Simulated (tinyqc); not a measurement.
## Pinning factor and decay constant from two barriers

Problem. phiB = S (phiM - chi) + (1 - S)(Eg - E0) with S = 1/(1 + (1/S0 - 1) exp(-be ti)). Find S0, S at the given thickness and be.

Inputs (values chosen for the exercise); semiconductor values close to those of germanium; interlayer mass of the order of that in lanthanum oxide, offset chosen freely:
```
symbol,value,unit,meaning
Eg,0.636,eV,band gap
chi,3.97,eV,electron affinity
E0,0.089,eV,charge-neutrality level above the valence band
phiM,4.17,eV,metal work function
```

phiB at ti = 0, 0.2 nm (eV): [0.52930300, 0.51249807]

Solution. Each barrier gives its S by linear interpolation between the pinned and the unpinned value; the ratio of the two values of 1/S - 1 is exp(be ti).

S0 = 0.0510
S = 0.0994
be = 3.60 1/nm

Computed by the program tinyqc: `OMP_NUM_THREADS=1 python tinyqc.py 2270074 2270075 out.jsonl`, one thread of a shared Intel Xeon 2.30GHz, about 0.02 s for the whole run.
